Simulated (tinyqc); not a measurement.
# Worked calculation: read current of a NAND string, cells in series solved by shooting

Computed by the program tinyqc: `OMP_NUM_THREADS=1 python tinyqc.py 2142098 2142099 out.jsonl`, one thread of a shared Intel Xeon 2.30GHz, about 0.8 s for the whole run. Printed values are rounded.

Cells in series, numbered from 0 at the source line (0 V) to the bit line, each followed by a gap resistance Rg. A cell with gate Vg, threshold VT, source Vs and drain Vd passes I = 2 nf K Vt^2 [F(Vs) - F(Vd)]/(1 + th max(Vg - VT, 0)), F(V) = ln^2(1 + exp((Vg - VT - nf V)/(2 nf Vt))). The selected cell has Vg = Vr, the others Vg = Vp.

Values chosen for this exercise; values of the order met in vertical NAND strings:
- T = 300 K (temperature)
- K = 8.4 uA/V^2 (gain factor of a cell)
- nf = 2.1 (slope factor)
- th = 0.13 1/V (mobility reduction factor)
- Rg = 4.9 kohm (resistance of the gap between cells)
- Vbl = 0.3 V (bit-line voltage)
- Vp = 7.2 V (pass voltage)
- Vr = 3.81 V (read voltage on the selected word line)

Constants: q = 1.602176634e-19 C, kB = 1.380649e-23 J/K, Vt = kB T/q. Results are converted to the units shown.

## Step 1: node voltages for a trial current

first trial current = 0.46 uA
thresholds from the source end, cell 0 to 5 (V): 4.2  -1.3  1.9  -1.3  4.2  -1.3

For a trial current I start at 0 V and, cell by cell (the selected one is cell 2), solve for the drain: sqrt(F(Vd)) = sqrt(F(Vs) - I/k), k = 2 nf K Vt^2/(1 + th max(Vg - VT, 0)), Vd = [Vg - VT - 2 nf Vt ln(exp(sqrt F) - 1)]/nf, then add I Rg.

node voltage after each cell and gap, trial 1, cell 0 to 5 (V): 0.0278564  0.0437893  0.0844979  0.100627  0.130463  0.146756

## Step 2: node voltages for a trial current

second trial current = 0.86 uA

As before.

node voltage after each cell and gap, trial 2, cell 0 to 5 (V): 0.0524654  0.0824498  0.163848  0.194576  0.254986  0.286356

## Course of the secant iteration

Secant steps on the end voltage less Vbl, from the two trials; a trial above the saturation current of a cell has no solution and is moved halfway to the previous trial. Stop below 1e-9 V.

Course of the iteration:
```
iteration    I (uA)  end voltage - Vbl (V)  halvings
1          0.899093                7.51e-4         0
2          0.897055               -3.73e-6         0
3          0.897065               -1.02e-9         0
4          0.897065               3.33e-15         0
```

Converged in 4 iterations to I = 0.89707 uA. The selected cell takes 27.0 % of the bit-line voltage and the gaps together 8.79 %.
